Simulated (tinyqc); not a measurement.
Specific resistance of a metal-semiconductor contact and its transmission-line measurement: one step, computed by the program tinyqc.

The barrier is parabolic (depletion approximation), energies E are normal energies counted from the band edge in the neutral semiconductor (downwards for holes), and the bias is zero. xi is an input, held fixed when other inputs move.

Problem. Tunnelling energy and barrier. E_00 = (e hbar/2) sqrt(N/(eps eps_0 m)); band bending E_b = phi_B + xi; depletion width w = sqrt(2 eps eps_0 E_b/(e^2 N)).

Inputs (values chosen for the exercise, modelled on n-type In0.53Ga0.47As):
```
quantity                                           value    unit
tunnelling mass m                                  0.039     m_0
permittivity eps                                    13.9       -
barrier height phi_B                                0.21      eV
doping N                                         2.4e+19  1/cm^3
Fermi level above the band edge in the bulk, xi     0.51      eV
temperature T                                         77       K
```

Image-force lowering: left out.

Constants: hbar = 1.054571817e-34 J s; eps_0 = 8.8541878128e-12 F/m; m_0 = 9.1093837015e-31 kg; k_B = 8.617333262e-05 eV/K; e = 1.602176634e-19 C.

Give: E_00; E_00/k_B T; depletion width; barrier used, above the bulk band edge.

Solution.

E_00 = 123.54 meV

E_00/k_B T = 18.618

depletion width = 6.7889 nm

barrier used, above the bulk band edge = 0.72 eV

By the usual rule this is field emission (E_00 > 5 k_B T).
